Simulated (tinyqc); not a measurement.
## Undoped symmetric double-gate MOSFET, analytic potential model: effect of the temperature

An undoped body of thickness ts between two equal insulators and tied gates; long channel, electrons only, n = ni exp((psi - V)/Vt) with V the quasi-Fermi potential (0 at the source, Vd at the drain), constant mobility, no quantisation. Across the body psi(x) = V - 2 Vt ln[(ts/(2 beta)) sqrt(q ni/(2 eps0 eps_r Vt)) cos(2 beta x/ts)], x from the centre. Q is the electron charge per area of the whole body.

Nc and Nv are given at 400 K and scale as (T/400 K)^1.5; Eg and mu are held fixed. ni = sqrt(Nc Nv) exp(-Eg/(2 Vt)), Eg in volts; r = eps_r tox/(eox ts); V0 = dphi + 2 Vt ln[(2/ts) sqrt(2 eps0 eps_r Vt/(q ni))]. beta (between 0 and pi/2) solves (Vg - V0 - V)/(2 Vt) = ln(beta) - ln(cos beta) + 2 r beta tan(beta). Q = 8 eps0 eps_r Vt beta tan(beta)/ts; I = mu (1/L)(4 eps0 eps_r/ts)(2 Vt)^2 [g(beta_s) - g(beta_d)] per width, g = beta tan(beta) - beta^2/2 + r beta^2 tan^2(beta), with beta_s at V = 0 and beta_d at V = Vd.  I(low) is taken at Vg = 0.48 V, Qs and I(high) at Vg = 1.23 V.

Inputs (values chosen for the exercise); material values close to those of gallium arsenide: band gap Eg = 1.41 eV; relative permittivity of the semiconductor eps_r = 12.9; conduction-band density of states at the reference temperature Nc = 6.67e17 cm^-3; valence-band density of states at the reference temperature Nv = 1.36e19 cm^-3; relative permittivity of the gate insulator eox = 22.5; insulator thickness tox = 4.4 nm; body thickness ts = 6 nm; gate work function less that of the intrinsic body dphi = 0 V; channel mobility mu = 700 cm^2/(V s); gate length L = 1 um; drain voltage Vd = 0.05 V.

Constants: q = 1.602176634e-19 C, kB = 1.380649e-23 J/K, Vt = kB T/q, eps0 = 8.8541878128e-14 F/cm where lengths are in cm. Results are converted to the units shown.

Results:
```
T (K)   V0 (V)  I(low) (nA/um)  Qs(high) (nC/cm^2)  I(high) (uA/um)
220    0.72195        0.010199              3720.8           122.99
250    0.72288        0.056655              3649.0           120.57
310    0.72430         0.68700              3528.0           116.52
340    0.72481          1.7600              3476.9           114.82
370    0.72521          3.9180              3431.2           113.31
400    0.72551          7.8131              3390.3           111.97
430    0.72571          14.269              3353.7           110.77
```

Estimate the missing row, T = 280 K.

Computed row:
```
T (K)   V0 (V)  I(low) (nA/um)  Qs(high) (nC/cm^2)  I(high) (uA/um)
280    0.72366         0.22319              3585.1           118.43
```

With this row back in the table: As T goes from 220 to 430 K, I(low) rises from 0.0102 to 14.3 nA/um and I(high) falls from 123 to 111 uA/um. V0 rises from 0.722 to 0.726 V. In every row the surface density at the source at the higher gate voltage passes 0.3 Nc, where Boltzmann statistics fail. In every row the mobility is held fixed, though a real one changes with T. In every row the body is thin enough for quantum confinement, left out here, to raise the threshold.

Numbers from tinyqc (`OMP_NUM_THREADS=1 python tinyqc.py 2440159 2440160 out.jsonl`; about 0.03 s on one thread of a shared Intel Xeon 2.30GHz).
